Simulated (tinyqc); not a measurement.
From results to parameters: Hubbard dimer. Computed by the program tinyqc.

Problem. A two-site Hubbard model with two electrons has its ground state at (U - sqrt(U^2 + 16 t^2))/2, the triplet at 0 and the odd ionic singlet at U. Find t, U and the double occupancy per site.

singlet-triplet splitting = 0.146829 eV
gap from the ground state to the ionic odd singlet = 11.866829 eV

Solution. The difference of the two gaps is U and their product is 4 t^2; the double occupancy per site is (1 - U/sqrt(U^2 + 16 t^2))/4.

t, U (eV): 0.6600  11.7200
double occupancy per site = 0.006
